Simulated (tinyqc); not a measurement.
# Long-channel MOSFET, surface-potential model, step by step

tinyqc, about 0.03 s, one thread, Intel Xeon 2.30GHz (shared host): `OMP_NUM_THREADS=1 python tinyqc.py 2360004 2360005 out.jsonl` Printed values are rounded.

n-channel transistor on a uniformly doped p-type body, gradual-channel approximation, constant mobility, Boltzmann statistics, full ionisation. Potentials are counted from the neutral body; V is the electron quasi-Fermi potential, Vsb at the source and Vsb + Vds at the drain. Charges are magnitudes per area.

Parameters, values chosen for the exercise; material values close to those of silicon: temperature T = 300 K; band gap Eg = 1.11 eV; relative permittivity of the semiconductor eps_r = 11.8; conduction-band density of states at T Nc = 2.76e19 cm^-3; valence-band density of states at T Nv = 2.7e19 cm^-3; acceptor density of the body Na = 1.2e17 cm^-3; relative permittivity of the gate insulator eox = 24.2; insulator thickness tox = 38 nm; flat-band voltage Vfb = -0.75 V; channel mobility mu = 280 cm^2/(V s); gate width W = 20 um; gate length L = 1 um; source-body reverse bias Vsb = 0 V; gate-source voltage Vgs = 1.53 V; drain-source voltage Vds = 0.2 V.

Constants: q = 1.602176634e-19 C, kB = 1.380649e-23 J/K, Vt = kB T/q, eps0 = 8.8541878128e-14 F/cm where lengths are in cm. Results are converted to the units shown.

Range of the model: The surface electron density at the source passes 0.3 Nc, where degeneracy, left out here, matters.

## Body potential, insulator capacitance and body factor

ni = sqrt(Nc Nv) exp(-Eg/(2 Vt)), Eg in volts; phiF = Vt ln(Na/ni); Cox = eps0 eox/tox; gamma = sqrt(2 q eps0 eps_r Na)/Cox. VT = Vfb + 2 phiF + gamma sqrt(2 phiF + Vsb), m = 1 + gamma/(2 sqrt(2 phiF + Vsb)).

ni = 1.29583e10 cm^-3
phiF = 0.414699 V
Cox = 0.563872 uF/cm^2
gamma = 0.355464 V^0.5
VT = 0.403123 V
m = 1.19516

## Iteration 1: surface potential at the source by Newton steps

psi at the start (the smaller of 2 phiF + Vsb + 4 Vt and the root without inversion charge) = 0.932806 V

With V = Vsb: G = psi - Vt + Vt e, e = exp((psi - 2 phiF - Vsb)/Vt); f = Vgs + Vsb - Vfb - psi - gamma sqrt(G); f' = -1 - gamma (1 + e)/(2 sqrt(G)); psi(new) = psi - f/f'.

G = 2.31844 V
f = 0.805949 V
f' = -7.48982
psi after iteration 1 = 1.04041 V

## Iteration 2: surface potential at the source by Newton steps

As before.

G = 91.6668 V
f = -2.16372 V
f' = -66.1130
psi after iteration 2 = 1.00768 V

## Course of the iteration: surface potential at the source by Newton steps

Stop when psi changes by less than 1e-10 V, or after 40 iterations.

Course of the iteration:
```
iteration   psi (V)  |change| (V)
1           1.04041         0.108
2           1.00768        0.0327
3          0.991778        0.0159
4          0.988733       3.04e-3
5          0.988638       9.52e-5
6          0.988638       8.97e-8
7          0.988638      7.96e-14
```

Converged in 7 iterations. At the end the number of correct digits about doubles with each step.

## Charges and current of the charge-sheet model

psi_0 = 0.988638 V
psi_L = 1.17904 V

psi_0 and psi_L solve Vgs + Vsb - Vfb - psi = gamma sqrt(G) at V = Vsb and Vsb + Vds. Qi = Cox gamma [sqrt(G) - sqrt(psi - Vt)], G = psi - Vt + Vt exp((psi - 2 phiF - V)/Vt), at both ends. With U = Vgs + Vsb - Vfb: drift = mu (W/L) Cox [U (psi_L - psi_0) - (psi_L^2 - psi_0^2)/2 - (2/3) gamma ((psi_L - Vt)^1.5 - (psi_0 - Vt)^1.5)]; diffusion = mu (W/L) Vt (Qi0 - QiL).

Qi0 = 531.492 nC/cm^2
QiL = 405.560 nC/cm^2
drift current = 499.412 uA
diffusion current = 18.2312 uA
drain current = 517.643 uA

Drift carries 96.5 % of the current.

## Inversion charge along the channel

V, point 0 to 10 (V): 0  0.02  0.04  0.06  0.08  0.1  0.12  0.14  0.16  0.18  0.2

The surface potential psi at channel potential V solves Vgs + Vsb - Vfb - psi = gamma sqrt(G), G = psi - Vt + Vt exp((psi - 2 phiF - V)/Vt). Charge sheet: Qi = Cox gamma [sqrt(G) - sqrt(psi - Vt)]. Pao-Sah: Qi = (Cox gamma/2) integral from 3 Vt to psi of exp((u - 2 phiF - V)/Vt)/sqrt(G(u, V)) du.

```
point  psi (V)  Qi, charge sheet (nC/cm^2)  Qi, Pao-Sah (nC/cm^2)
0      0.98864                     531.492                536.251
1      1.00776                     518.764                523.363
2      1.02687                     506.066                510.510
3      1.04596                     493.398                497.691
4      1.06503                     480.760                484.906
5      1.08409                     468.151                472.154
6      1.10312                     455.573                459.436
7      1.12213                     443.024                446.752
8      1.14113                     430.506                434.101
9      1.16009                     418.018                421.483
10     1.17904                     405.560                408.899
```

At the source the charge-sheet charge is 0.89 % below the Pao-Sah one.

## Pao-Sah current by Simpson's rule

I = mu (W/L) integral of Qi dV; Simpson's rule on the 11 points, step Vds/10, weights 1, 4, 2, ..., 4, 1 times step/3.

Pao-Sah current = 528.970 uA

Gauss-Legendre quadrature on many points gives 529.0 uA, so this value is within 0.01 % of it; the charge-sheet current, 517.6 uA, is 2.1 % below it.
